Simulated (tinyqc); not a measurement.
# Transfer length from front and end resistance

Problem. A contact of length d and width W has Rc = (Rsh Lt/W) coth(d/Lt) and Re = (Rsh Lt/W)/sinh(d/Lt), with Rsh the sheet resistance under the metal and Lt = sqrt(rc/Rsh). Find Lt, Rsh and rc.

Parameters, values chosen for the exercise:
- d = 9.6 um (contact length)
- W = 110 um (contact width)

Rc = 2.5960472 ohm
Re = 1.5626710 ohm

Solution. Rc/Re = cosh(d/Lt) gives Lt, and Re then gives Rsh.

Lt = 8.771 um
Rsh = 26.00 ohm/sq
rc = 2.000e-5 ohm cm^2

Numbers from tinyqc (`OMP_NUM_THREADS=1 python tinyqc.py 2760043 2760044 out.jsonl`; about 0.01 s on one thread of a shared Intel Xeon 2.30GHz).
